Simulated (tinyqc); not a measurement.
From results back to parameters: defect-molecule model of a vacancy with Jahn-Teller distortion.

Problem. With et the undistorted t2 level, Uc the repulsion of two electrons, I the Jahn-Teller coupling and k the force constant, the levels above Ev are E(2+/+) = et - E_JT, E(+/0) = et - 3 E_JT + Uc, the Stokes shift of the first transition is 2 E_JT, E_JT = 2 I^2/k and the distortion of the + state is 2 I/k. The values below come from hidden parameters.

levels (eV): (2+/+) 0.20407, (+/0) 0.17221

Stokes shift = 0.291863 eV
distortion of + = 0.129143 angstrom

Find: et, Uc; I; k.

Solution. E_JT is half the Stokes shift; et = E(2+/+) + E_JT; Uc = E(+/0) - E(2+/+) + 2 E_JT; with Q the distortion, I = E_JT/Q and k = 2 E_JT/Q^2.

et, Uc (eV): 0.350  0.260

I = 1.13 eV/angstrom
k = 17.5 eV/angstrom^2

(tinyqc, `OMP_NUM_THREADS=1 python tinyqc.py 1452845 1452846 out.jsonl`, Intel(R) Xeon(R) Processor @ 2.30GHz, 1 thread, shared host, about 0.01 s.)
